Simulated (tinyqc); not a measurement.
From results back to parameters: ellipsoidal valleys in the axes of a wafer and a channel. Five cases, with inputs chosen for the exercise.

Problem. A valley whose axis makes az^2 = 0.333333 with the surface normal has 1/mz = az^2/ml + (1 - az^2)/mt and mz md^2 = ml mt^2. Its confinement and density-of-states masses are given, and ml > mt.

Case 1.

mz, md (m0): 0.1198481  0.2957476

Case 2.

mz, md (m0): 0.1087990  0.3034073

Case 3.

mz, md (m0): 0.2667810  0.3648374

Case 4.

mz, md (m0): 0.1171547  0.2999556

Case 5.

mz, md (m0): 0.1241827  0.3042450

Find: ml mt^2; mt; ml.

Solution. Put ml = (mz md^2)/mt^2 into the first relation and solve for mt below (mz md^2)^(1/3), the value at which ml = mt; a scan of that range finds one root.

Case 1.

ml mt^2 = 0.010483
mt = 0.082 m0
ml = 1.559 m0

Case 2.

ml mt^2 = 0.010016
mt = 0.074 m0
ml = 1.829 m0

Case 3.

ml mt^2 = 0.035510
mt = 0.197 m0
ml = 0.915 m0

Case 4.

ml mt^2 = 0.010541
mt = 0.080 m0
ml = 1.647 m0

Case 5.

ml mt^2 = 0.011495
mt = 0.085 m0
ml = 1.591 m0

Computed by tinyqc, one run a case: `OMP_NUM_THREADS=1 python tinyqc.py N N+1 out.jsonl` with N = 1850640, 1850664, 1850665, 1850774, 1850776; one thread of a shared Intel(R) Xeon(R) Processor @ 2.30GHz, about 0.01 s a run at most.
